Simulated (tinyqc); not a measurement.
Pinning factor and decay constant from two barriers.

Inverse problem. phiB = S (phiM - chi) + (1 - S)(Eg - E0) with S = 1/(1 + (1/S0 - 1) exp(-be ti)). Find S0, S at the given thickness and be.

Values chosen for this exercise; semiconductor values close to those of silicon; interlayer mass of the order of that in lanthanum oxide, offset chosen freely:
- Eg = 1.14 eV (band gap)
- chi = 4.15 eV (electron affinity)
- E0 = 0.37 eV (charge-neutrality level above the valence band)
- phiM = 4.3 eV (metal work function)

phiB at ti = 0, 0.4 nm (eV): 0.6026  0.44677453

Answer. Each barrier gives its S by linear interpolation between the pinned and the unpinned value; the ratio of the two values of 1/S - 1 is exp(be ti).

S0 = 0.270
S = 0.521
be = 2.70 1/nm

Computed by the program tinyqc: `OMP_NUM_THREADS=1 python tinyqc.py 2270058 2270059 out.jsonl`, one thread of a shared Intel Xeon 2.30GHz, about 0.02 s for the whole run.
